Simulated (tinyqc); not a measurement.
Inside a calculation. Method: Hueckel theory of the pi electrons, for the molecule C=CC=CC=CC=C (SMILES; centres numbered as the heavy atoms are written). One step of it, computed by the program tinyqc.

Question. Energy, charges, bond orders. E = sum n x; q_r = z_r - P_rr; bond order p = P_rs; free valence = sqrt(3) - sum of p over the bonds of the atom.

x values: 1.879385  1.532089  1.000000  0.347296  -0.347296  -1.000000  -1.532089  -1.879385

occupations: 2.000000  2.000000  2.000000  2.000000  0.000000  0.000000  0.000000  0.000000

charge and bond-order matrix P, lower triangle:
```
           1C         2C         3C         4C         5C        6C        7C        8C
1C   1.000000
2C   0.862086   1.000000
3C   0.000000   0.494818   1.000000
4C  -0.367267   0.000000   0.758105   1.000000
5C   0.000000  -0.103980   0.000000   0.528752   1.000000
6C   0.263287   0.000000  -0.333333   0.000000   0.758105  1.000000
7C   0.000000   0.033934   0.000000  -0.103980   0.000000  0.494818  1.000000
8C  -0.229353   0.000000   0.263287   0.000000  -0.367267  0.000000  0.862086  1.000000
```

Centres:
```
centre  z_r, pi electrons of the neutral centre         h
1C                                            1  0.000000
2C                                            1  0.000000
3C                                            1  0.000000
4C                                            1  0.000000
5C                                            1  0.000000
6C                                            1  0.000000
7C                                            1  0.000000
8C                                            1  0.000000
```

Bonds:
```
i  j  k
1  2  1
2  3  1
3  4  1
4  5  1
5  6  1
6  7  1
7  8  1
```

Give: pi energy = 8 alpha + this times beta; pi charges; Bond orders and lengths from R = 1.517 - 0.180 p; free valence of the carbons; gap between the highest filled and the next level.

Answer.

pi energy = 8 alpha + this times beta = 9.5175

pi charges: 1C 0.0000, 2C 0.0000, 3C 0.0000, 4C 0.0000, 5C 0.0000, 6C 0.0000, 7C 0.0000, 8C 0.0000

Bond orders and lengths from R = 1.517 - 0.180 p (angstrom, C-C alone):
```
bond       p       R
1-2   0.8621  1.3618
2-3   0.4948  1.4279
3-4   0.7581  1.3805
4-5   0.5288  1.4218
5-6   0.7581  1.3805
6-7   0.4948  1.4279
7-8   0.8621  1.3618
```

free valence of the carbons: 1C 0.8700, 2C 0.3751, 3C 0.4791, 4C 0.4452, 5C 0.4452, 6C 0.4791, 7C 0.3751, 8C 0.8700

gap between the highest filled and the next level = 0.6946 |beta|
